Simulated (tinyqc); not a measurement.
From hole level before the anneal back to well width w: interdiffusion of a quantum well during annealing: blurred potential and shift of the confined levels. Computed by tinyqc, a small Python program. Command: `OMP_NUM_THREADS=1 python tinyqc.py 3014165 3014166 out.jsonl qwi inv`. One thread of a shared host (Intel(R) Xeon(R) Processor @ 2.30GHz), about 0.02 s of CPU time with the checks.

A square well of width w is blurred by Fick diffusion with a constant coefficient; band offsets are linear in composition, masses are uniform, and strain and excitons are ignored.

Inputs (values chosen for the exercise, modelled on InGaAs in InP):
```
quantity                value  unit
electron mass m_e      0.0428   m_0
hole mass m_h           0.415   m_0
conduction offset V_c    0.23    eV
valence offset V_v       0.38    eV
```

Constants: hbar^2/(2 m_0) = 3.80998212 eV angstrom^2.

Method. Square well, ground state: take the lowest root of k tan(k w/2) = kappa, k^2 = E/c, kappa^2 = (V - E)/c, c = hbar^2/(2m) with hbar^2/(2 m_0) in eV angstrom^2.

Task: A run gave the result below. Find the well width w, known to lie between 3 and 6.2 nm.

hole level before the anneal = 33.26609 meV

Result:

Each step takes the trial c = (a f_b - b f_a)/(f_b - f_a), f being the result less the target and a, b, c the logarithms of the listed values; c replaces end b, the old b replaces a if the sign of f changed, and otherwise f_a is halved.

Scan of the range:
```
well width w (nm)  hole level before the anneal (meV)
3.00                                          56.3732
3.39                                          46.9199
3.82                                          38.9903
4.31                                          32.1661
4.87                                          26.3434
5.49                                          21.5614
6.20                                          17.5236
```

False position (Illinois rule, in the logarithm of the input) inside the bracket:
```
step    end a    end b    trial  hole level before the anneal (meV)
1     3.82000  4.31000  4.22697                             33.1906
2     3.82000  4.22697  4.21599                             33.3297
3     4.22697  4.21599  4.22100                             33.2660
4     4.21599  4.22100  4.22100                             33.2661
5     4.21599  4.22100  4.22100                             33.2661
6     4.22100  4.22100  4.22100                             33.2661
```

Hole level before the anneal falls at every point of a 13-point scan of the range (every second point is shown), so one value fits; it is bracketed by 3.82 and 4.31. Answer: well width w = 4.221 nm.

Caution: the well mass is used in the barriers too; a heavier barrier mass would lower these levels.
